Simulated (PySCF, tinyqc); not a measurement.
Inside a calculation. Method: RHF in the sto-3g basis, for H4, spin multiplicity 1. The lowest restricted solution is unstable here: a spin-polarised one lies 0.1992 hartree lower (PySCF). Computed by tinyqc, a small Python program that keeps every step (integrals from PySCF). Settings: charge = 0, multiplicity = 1, basis = sto-3g, energy threshold = 1e-10, iteration cap = 89, orthogonalisation = canonical, start = core, DIIS depth = 0, method = RHF. Command: `OMP_NUM_THREADS=1 python tinyqc.py 27906 27907 out.jsonl` (the two numbers bound the seeds that draw the settings). One thread of a shared host (Intel(R) Xeon(R) Processor @ 2.60GHz), about 0.03 s of CPU time with the checks. Later iterations appear only in the table of the cycle.

## One-electron integrals

Geometry (angstrom):
```
atom         x         y         z
H     0.000000  0.000000  0.000000
H     0.000000  0.000000  1.589000
H     0.000000  1.690000  0.000000
H     0.000000  1.690000  1.589000
```

Basis sto-3g: exponents (1/bohr^2) and contraction coefficients of normalised primitives:
```
element  l (shell)  exponent  coefficient
H            s (1)  3.425251     0.154329
H            s (1)  0.623914     0.535328
H            s (1)  0.168855     0.444635
```

Overlap, kinetic and nuclear-attraction integrals over the contracted functions; the nuclear repulsion is the sum of Za Zb / Rab.

nuclear repulsion = 1.74854153 hartree

overlap S, order 1H 1s, 2H 1s, 3H 1s, 4H 1s:
```
[[1.000000, 0.225703, 0.194202, 0.068909],
 [0.225703, 1.000000, 0.068909, 0.194202],
 [0.194202, 0.068909, 1.000000, 0.225703],
 [0.068909, 0.194202, 0.225703, 1.000000]]
```

kinetic energy T (hartree), order 1H 1s, 2H 1s, 3H 1s, 4H 1s:
```
[[0.760032, 0.003112, -0.002214, -0.011410],
 [0.003112, 0.760032, -0.011410, -0.002214],
 [-0.002214, -0.011410, 0.760032, 0.003112],
 [-0.011410, -0.002214, 0.003112, 0.760032]]
```

nuclear attraction V (hartree), order 1H 1s, 2H 1s, 3H 1s, 4H 1s:
```
[[-2.099413, -0.410253, -0.348716, -0.124514],
 [-0.410253, -2.099413, -0.124514, -0.348716],
 [-0.348716, -0.124514, -2.099413, -0.410253],
 [-0.124514, -0.348716, -0.410253, -2.099413]]
```

core Hamiltonian H = T + V (hartree), order 1H 1s, 2H 1s, 3H 1s, 4H 1s:
```
[[-1.339381, -0.407141, -0.350930, -0.135924],
 [-0.407141, -1.339381, -0.135924, -0.350930],
 [-0.350930, -0.135924, -1.339381, -0.407141],
 [-0.135924, -0.350930, -0.407141, -1.339381]]
```

## Two-electron integrals

Functions are numbered as in S; the eight-fold symmetry (ij|kl) = (ji|kl) = (kl|ij) leaves the list below.

Two-electron integrals (ij|kl) in chemists' order, unique and non-zero (hartree):
```
(11|11) 0.774606   (21|11) 0.118022   (21|21) 0.028362   (22|11) 0.328150
(22|21) 0.118022   (22|22) 0.774606   (31|11) 0.098767   (31|21) 0.017561
(31|22) 0.055963   (31|31) 0.020566   (32|11) 0.026910   (32|21) 0.006818
(32|22) 0.029703   (32|31) 0.005917   (32|32) 0.002338   (33|11) 0.309889
(33|21) 0.062846   (33|22) 0.227898   (33|31) 0.098767   (33|32) 0.029703
(33|33) 0.774606   (41|11) 0.029703   (41|21) 0.006818   (41|22) 0.026910
(41|31) 0.005917   (41|32) 0.002286   (41|33) 0.026910   (41|41) 0.002338
(42|11) 0.055963   (42|21) 0.017561   (42|22) 0.098767   (42|31) 0.011629
(42|32) 0.005917   (42|33) 0.055963   (42|41) 0.005917   (42|42) 0.020566
(43|11) 0.062846   (43|21) 0.015031   (43|22) 0.062846   (43|31) 0.017561
(43|32) 0.006818   (43|33) 0.118022   (43|41) 0.006818   (43|42) 0.017561
(43|43) 0.028362   (44|11) 0.227898   (44|21) 0.062846   (44|22) 0.309889
(44|31) 0.055963   (44|32) 0.026910   (44|33) 0.328150   (44|41) 0.029703
(44|42) 0.098767   (44|43) 0.118022   (44|44) 0.774606
```

## Orthogonalisation

S = U s U^T; canonical form X = U s^(-1/2), so that X^T S X = 1. Each column of U has its largest component positive (the first on a tie).

eigenvalues of S: [0.649004, 0.899590, 0.962591, 1.488814]

X, order 1H 1s, 2H 1s, 3H 1s, 4H 1s:
```
[[0.620649, 0.527166, 0.509623, 0.409779],
 [-0.620649, -0.527166, 0.509623, 0.409779],
 [-0.620649, 0.527166, -0.509623, 0.409779],
 [0.620649, -0.527166, -0.509623, 0.409779]]
```

## Starting guess

The start is the orbitals of the core Hamiltonian; D = 2 C_occ C_occ^T.

D at the start, order 1H 1s, 2H 1s, 3H 1s, 4H 1s:
```
[[0.855269, 0.855269, -0.183594, -0.183594],
 [0.855269, 0.855269, -0.183594, -0.183594],
 [-0.183594, -0.183594, 0.855269, 0.855269],
 [-0.183594, -0.183594, 0.855269, 0.855269]]
```

## Iteration 1: building the Fock matrix

J_ij = sum D_kl (ij|kl), K_ij = sum D_kl (ik|jl); F = H + J - 0.5 K; E = tr D H + tr D J / 2 - 0.25 tr D K + E_nn.

Coulomb J (hartree), order 1H 1s, 2H 1s, 3H 1s, 4H 1s:
```
[[1.634883, 0.365703, 0.308581, 0.114118],
 [0.365703, 1.634883, 0.114118, 0.308581],
 [0.308581, 0.114118, 1.634883, 0.365703],
 [0.114118, 0.308581, 0.365703, 1.634883]]
```

exchange K (hartree), order 1H 1s, 2H 1s, 3H 1s, 4H 1s:
```
[[0.862222, 0.489436, 0.167578, 0.115822],
 [0.489436, 0.862222, 0.115822, 0.167578],
 [0.167578, 0.115822, 0.862222, 0.489436],
 [0.115822, 0.167578, 0.489436, 0.862222]]
```

Fock matrix F (hartree), order 1H 1s, 2H 1s, 3H 1s, 4H 1s:
```
[[-0.135609, -0.286156, -0.126138, -0.079716],
 [-0.286156, -0.135609, -0.079716, -0.126138],
 [-0.126138, -0.079716, -0.135609, -0.286156],
 [-0.079716, -0.126138, -0.286156, -0.135609]]
```

total energy of this density = -1.70604406 hartree

## Iteration 1: diagonalisation and new density

Diagonalise F' = X^T F X, C = X C', fill 2 alpha and 2 beta electrons from the bottom; D = 2 C_occ C_occ^T. Each column has its largest component positive (the first on a tie).

F' = X^T F X (hartree):
```
[[0.303494, 0.000000, 0.000000, 0.000000],
 [0.000000, 0.115748, 0.000000, 0.000000],
 [0.000000, 0.000000, -0.224302, 0.000000],
 [0.000000, 0.000000, 0.000000, -0.421556]]
```

orbital energies (hartree): [-0.421556, -0.224302, 0.115748, 0.303494]

coefficients C, order 1H 1s, 2H 1s, 3H 1s, 4H 1s:
```
[[0.409779, 0.509623, 0.527166, 0.620649],
 [0.409779, 0.509623, -0.527166, -0.620649],
 [0.409779, -0.509623, 0.527166, -0.620649],
 [0.409779, -0.509623, -0.527166, 0.620649]]
```

D after iteration 1, order 1H 1s, 2H 1s, 3H 1s, 4H 1s:
```
[[0.855269, 0.855269, -0.183594, -0.183594],
 [0.855269, 0.855269, -0.183594, -0.183594],
 [-0.183594, -0.183594, 0.855269, 0.855269],
 [-0.183594, -0.183594, 0.855269, 0.855269]]
```

## Iteration 2: building the Fock matrix

As before.

Coulomb J (hartree), order 1H 1s, 2H 1s, 3H 1s, 4H 1s:
```
[[1.634883, 0.365703, 0.308581, 0.114118],
 [0.365703, 1.634883, 0.114118, 0.308581],
 [0.308581, 0.114118, 1.634883, 0.365703],
 [0.114118, 0.308581, 0.365703, 1.634883]]
```

exchange K (hartree), order 1H 1s, 2H 1s, 3H 1s, 4H 1s:
```
[[0.862222, 0.489436, 0.167578, 0.115822],
 [0.489436, 0.862222, 0.115822, 0.167578],
 [0.167578, 0.115822, 0.862222, 0.489436],
 [0.115822, 0.167578, 0.489436, 0.862222]]
```

Fock matrix F (hartree), order 1H 1s, 2H 1s, 3H 1s, 4H 1s:
```
[[-0.135609, -0.286156, -0.126138, -0.079716],
 [-0.286156, -0.135609, -0.079716, -0.126138],
 [-0.126138, -0.079716, -0.135609, -0.286156],
 [-0.079716, -0.126138, -0.286156, -0.135609]]
```

total energy of this density = -1.70604406 hartree

## Iteration 2 (converged): orbitals

As before.

F' = X^T F X (hartree):
```
[[0.303494, 0.000000, 0.000000, 0.000000],
 [0.000000, 0.115748, 0.000000, 0.000000],
 [0.000000, 0.000000, -0.224302, 0.000000],
 [0.000000, 0.000000, 0.000000, -0.421556]]
```

orbital energies (hartree): [-0.421556, -0.224302, 0.115748, 0.303494]

coefficients C, order 1H 1s, 2H 1s, 3H 1s, 4H 1s:
```
[[0.409779, 0.509623, 0.527166, 0.620649],
 [0.409779, 0.509623, -0.527166, -0.620649],
 [0.409779, -0.509623, 0.527166, -0.620649],
 [0.409779, -0.509623, -0.527166, 0.620649]]
```

D after iteration 2, order 1H 1s, 2H 1s, 3H 1s, 4H 1s:
```
[[0.855269, 0.855269, -0.183594, -0.183594],
 [0.855269, 0.855269, -0.183594, -0.183594],
 [-0.183594, -0.183594, 0.855269, 0.855269],
 [-0.183594, -0.183594, 0.855269, 0.855269]]
```

## Convergence

Stop when the energy changes by less than 1e-10 hartree and every element of the error matrix X^T (F D S - S D F) X is below 3e-06.

Course of the cycle:
```
iteration  E (hartree)     change  largest element of the error matrix
1          -1.70604406          -                             2.49e-15
2          -1.70604406  -8.88e-16                             7.23e-16
```

PySCF RHF in the same basis = -1.70604406 hartree

Converged in 2 iterations.

## Populations, bond orders and dipole

Mulliken: Z minus the diagonal of D S on the atom; Loewdin: the same with S^(1/2) D S^(1/2); Mayer order: 2 sum_s sum (D(s) S)_ij (D(s) S)_ji over the two atoms.

Charges (e):
```
atom  Mulliken  Loewdin
1H           0        0
2H           0        0
3H           0        0
4H           0        0
```

Mayer bond orders:
```
pair     order
2-1   1.000000
3-1          0
3-2          0
4-1          0
4-2          0
4-3   1.000000
```

dipole moment about the origin, x y z (debye): [0.000000, 0.000000, 0.000000]
